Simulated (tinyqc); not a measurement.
## Density of surface states from the Kelvin-probe reading

Inverse problem. n-type bulk, xi = Ec - EF = Vt ln(Nc/Nd), p0 = ni^2/Nd, ni = sqrt(Nc Nv) exp(-Eg/(2 Vt)), Eg in volts. b is the upward band bending, u = b/Vt. Space charge per area, in units of q: Qc = sign(b) sqrt((2 eps0 eps_r Vt/q) [(Nd + dn)(exp(-u) - 1) + Nd u + (p0 + dn)(exp(u) - 1)]), with dn the excess density under light (flat quasi-Fermi levels; 0 in the dark). The states hold -Ds (E0 - xi - b): negative while the Fermi level lies above the neutrality level. Neutrality: Qc + Qf + (charge of the states) = 0. Work function chi + xi + b; contact potential difference CPD = (work function of the sample) - pt. Find b, Qc and Ds.

Parameters, values chosen for the exercise; band and dielectric values close to those of germanium: temperature T = 300 K; band gap Eg = 0.649 eV; relative permittivity eps_r = 16.1; conduction-band density of states at T Nc = 1.05e19 cm^-3; valence-band density of states at T Nv = 6.12e18 cm^-3; electron affinity chi = 4.05 eV; donor density Nd = 9.8e17 cm^-3; fixed positive charge at the surface Qf = 0 cm^-2; work function of the probe tip pt = 4.85 eV; depth of their neutrality level below the conduction edge E0 = 0.3 eV.

Constants: q = 1.602176634e-19 C, kB = 1.380649e-23 J/K, Vt = kB T/q, eps0 = 8.8541878128e-14 F/cm where lengths are in cm. Results are converted to the units shown.

CPD = -513.32367 mV

Answer. The CPD gives b, b gives Qc, and neutrality gives Ds.

b = 0.2254 V
Qc = 1.865e12 cm^-2
Ds = 1.400e14 cm^-2 eV^-1

Computed by the program tinyqc: `OMP_NUM_THREADS=1 python tinyqc.py 2430078 2430079 out.jsonl`, one thread of a shared Intel Xeon 2.30GHz, about 0.01 s for the whole run.
